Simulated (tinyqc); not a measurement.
Grain growth, pinning, strength and diffusional creep of a polycrystal or thin film: one step, computed by the program tinyqc.

One mean grain size d describes the structure.

Problem. Diffusional creep at T_c. Nabarro-Herring rate = 14 sigma Omega D_l/(k_B T d^2), D_l = D0 exp(-Q_l/(k_B T)); Coble rate = 14 pi sigma Omega delta D_b/(k_B T d^3), delta D_b = delta D0b exp(-Q_b/(k_B T)); they are equal at d_x = pi delta D_b/D_l.

Inputs (values chosen for the exercise, modelled on polycrystalline silicon):
```
quantity                         value        unit
atomic volume Omega              20.02  angstrom^3
anneal temperature T              1826           K
lattice diffusion energy Q_l      4.66          eV
boundary diffusion energy Q_b     2.61          eV
lattice prefactor D0           0.00012       m^2/s
boundary prefactor delta D0b   3.5e-15       m^3/s
applied stress sigma                63         MPa
service temperature T_c            458           K
```

grain size d = 2195.810 nm

Constants: k_B = 1.380649e-23 J/K; k_B = 8.617333262e-05 eV/K.

Give: Nabarro-Herring rate; Coble rate; crossover size d_x; time to 1 % strain.

Solution.

Nabarro-Herring rate = 3.6634e-44 1/s

Coble rate = 5.5244e-26 1/s

crossover size d_x = 3.3113e+18 micrometre

time to 1 % strain = 1.8102e+23 s

Boundary diffusion carries the creep, by a factor 1.5e18. Caution: T is above the melting point of the named material. Caution: the time to 1 % strain exceeds a century, so diffusional creep is negligible in practice. Caution: sigma Omega is not small against k_B T, as the linear creep laws assume.
